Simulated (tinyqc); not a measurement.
Berg model of reactive sputtering of a nitride or oxide: poisoning, hysteresis and pumping speed: one step, computed by the program tinyqc.

A diatomic gas reacts with bare metal on the target and on the collecting surfaces; ions remove metal and compound from the target. theta_t and theta_c are the compound fractions.

Task: Steady state at the pressure P. Ion flux j = J/e; gas flux F = P/sqrt(2 pi M k_B T). Target: (2/z) alpha F (1 - theta_t) = j Y_c theta_t. Sputtered flows F_c = j Y_c theta_t A_t, F_m = j Y_m (1 - theta_t) A_t. Collector: (2/z) alpha F (1 - theta_c) A_c + F_c (1 - theta_c) = F_m theta_c. Gas use Q = alpha F [(1 - theta_t) A_t + (1 - theta_c) A_c] + P S/(k_B T); 1 sccm = 4.4780e17 molecules/s. Rate R = F_m + F_c, given relative to j Y_m A_t.

Inputs (values chosen for the exercise, close to those used for titanium nitride): ion current density J = 7.6 mA/cm^2; target area A_t = 300 cm^2; collecting area A_c = 5000 cm^2; metal yield Y_m = 0.46; compound yield Y_c = 0.17; sticking coefficient alpha = 0.16; reactive atoms per metal atom z = 1; gas mass M = 28 u; pumping speed S = 330 l/s; gas temperature T = 300 K; reactive partial pressure P = 0.023 Pa.

Constants: e = 1.602176634e-19 C; u = 1.6605390666e-27 kg; k_B = 1.380649e-23 J/K.

Give: ion flux j; gas flux F; theta_t; theta_c; gas use; total flow Q; rate relative to clean metal.

Result:

ion flux j = 4.744e+16 1/(cm^2 s)

gas flux F = 6.612e+16 1/(cm^2 s)

theta_t = 0.7240

theta_c = 0.9835

gas use (sccm): target 1.956, collector 1.951, pump 4.092

total flow Q = 7.999 sccm

rate relative to clean metal = 0.5435

The target is partly covered. The film is 98.3 % compound.
